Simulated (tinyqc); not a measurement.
# ESD clamp with bipolar snapback, compact model and design window: what changes with what

The drain junction multiplies the current that enters it: Igen = (M - 1)(Ic + I0), M = 1/(1 - (Vj/BV)^n). The generated holes leave through the substrate resistance and the base of the parasitic npn: Igen = Vb/Rb + Ic/be, Ic = Is exp(Vb/Vt). Terminal current I = Ic + I0 + Igen and voltage V = Vj + I Ro, per width. Isothermal, constant gain.

Parameters, values chosen for the exercise; values close to those of grounded-gate n-channel clamps:
- T = 300 K (temperature)
- BV = 7 V (junction breakdown voltage)
- n = 2.6 (exponent of the multiplication)
- be = 7.9 (current gain of the parasitic npn)
- Is = 3.3e-17 A/um (saturation current)
- I0 = 1.1e-12 A/um (junction leakage)
- Rb = 6700 ohm um (substrate resistance)
- Ro = 170 ohm um (drain ballast and contact resistance)
- It2 = 8 mA/um (failure current for 100 ns)

Constants: q = 1.602176634e-19 C, kB = 1.380649e-23 J/K, Vt = kB T/q. Results are converted to the units shown.

Each table varies one quantity; the others keep the values above.

## Failure current against pulse length

Power to failure goes as 1/t for pulses shorter than ta = 6.1 ns (adiabatic) and as 1/sqrt(t) beyond: Pf = P100 sqrt(100 ns/t) for t > ta and Pf(ta) ta/t below, with P100 = Vt2 It2 at 100 ns. The failure current solves V I = Pf on the curve (I(Vb), V(Vb)). For given Vb: Ic, Igen, M = 1 + Igen/(Ic + I0), Vj = BV (1 - 1/M)^(1/n), I and V. Vt1 is the maximum of V along the curve, Vh the following minimum, Vt2 the voltage at I = It2.

Failure current against pulse length:

| t (ns) | Pf (mW/um) | failure current (mA/um) | V at failure (V) | energy (nJ/um) |
|---|---|---|---|---|
| 1 | 893.1 | 64.09 | 13.93 | 0.8931 |
| 2 | 446.6 | 43.07 | 10.37 | 0.8931 |
| 5 | 178.6 | 24.62 | 7.254 | 0.8931 |
| 10 | 114.4 | 18.41 | 6.213 | 1.144 |
| 20 | 80.86 | 14.52 | 5.568 | 1.617 |
| 50 | 51.14 | 10.43 | 4.903 | 2.557 |
| 100 | 36.16 | 8.000 | 4.520 | 3.616 |
| 200 | 25.57 | 6.045 | 4.230 | 5.114 |
| 500 | 16.17 | 4.070 | 3.974 | 8.086 |

What does the table show?

The failure current falls from 64.1 to 4.07 mA/um, as t^(-0.57) at the start and t^(-0.43) at the end, more slowly than the power since V rises with I. The voltage at failure falls from 13.9 to 3.97 V.

## Effect of the exponent of the multiplication

Same model as above.

It1 and Ih are the currents at Vt1 and Vh.

Effect of the exponent of the multiplication:

| n | Vt1 (V) | It1 (uA/um) | Vh (V) | Ih (uA/um) | Vt2 (V) | Vt2 - Vt1 (V) |
|---|---|---|---|---|---|---|
| 2 | 7.012 | 77.00 | 3.187 | 2328 | 3.849 | -3.163 |
| 2.5 | 7.013 | 77.92 | 3.750 | 2278 | 4.421 | -2.591 |
| 3 | 7.013 | 78.66 | 4.187 | 2202 | 4.874 | -2.139 |
| 3.5 | 7.013 | 79.30 | 4.532 | 2119 | 5.237 | -1.775 |
| 4 | 7.013 | 79.85 | 4.811 | 2036 | 5.535 | -1.478 |
| 4.5 | 7.013 | 80.33 | 5.039 | 1958 | 5.781 | -1.232 |
| 5 | 7.013 | 80.77 | 5.229 | 1884 | 5.989 | -1.024 |
| 5.5 | 7.013 | 81.16 | 5.390 | 1815 | 6.167 | -0.8466 |
| 6 | 7.013 | 81.53 | 5.527 | 1751 | 6.319 | -0.6937 |

As n goes from 2 to 6, Vt1 stays near 7.01 V, It1 rises from 77.0 to 81.5 uA/um, Vh rises from 3.19 to 5.53 V and Vt2 rises from 3.85 to 6.32 V. Vt2 exceeds Vt1, the condition for all fingers to turn on, in 0 of the 9 rows.

## Effect of the drain ballast and contact resistance

Same model as above.

Effect of the drain ballast and contact resistance:

| Ro (ohm um) | Vt1 (V) | It1 (uA/um) | Vh (V) | Ih (uA/um) | Vt2 (V) | Vt2 - Vt1 (V) |
|---|---|---|---|---|---|---|
| 30 | 7.002 | 71.00 | 3.383 | 5821 | 3.400 | -3.602 |
| 52 | 7.004 | 73.24 | 3.493 | 4336 | 3.576 | -3.427 |
| 92 | 7.007 | 75.57 | 3.640 | 3181 | 3.896 | -3.110 |
| 160 | 7.012 | 77.83 | 3.824 | 2342 | 4.440 | -2.572 |
| 280 | 7.021 | 80.13 | 4.061 | 1707 | 5.400 | -1.621 |
| 490 | 7.038 | 82.46 | 4.363 | 1234 | 7.080 | 0.04189 |
| 860 | 7.069 | 84.85 | 4.745 | 882.5 | 10.04 | 2.971 |
| 1500 | 7.125 | 87.31 | 5.216 | 626.6 | 15.16 | 8.036 |

What does the table show?

As Ro goes from 30 to 1500 ohm um, Vt1 rises from 7.00 to 7.12 V, It1 rises from 71.0 to 87.3 uA/um, Vh rises from 3.38 to 5.22 V and Vt2 rises from 3.40 to 15.2 V. Vt2 exceeds Vt1, the condition for all fingers to turn on, in 3 of the 8 rows. Ballast buys uniform turn-on with a higher clamping voltage.

Program tinyqc, `OMP_NUM_THREADS=1 python tinyqc.py 2670123 2670124 out.jsonl`; Intel Xeon 2.30GHz, shared host, one thread, about 0.02 s.
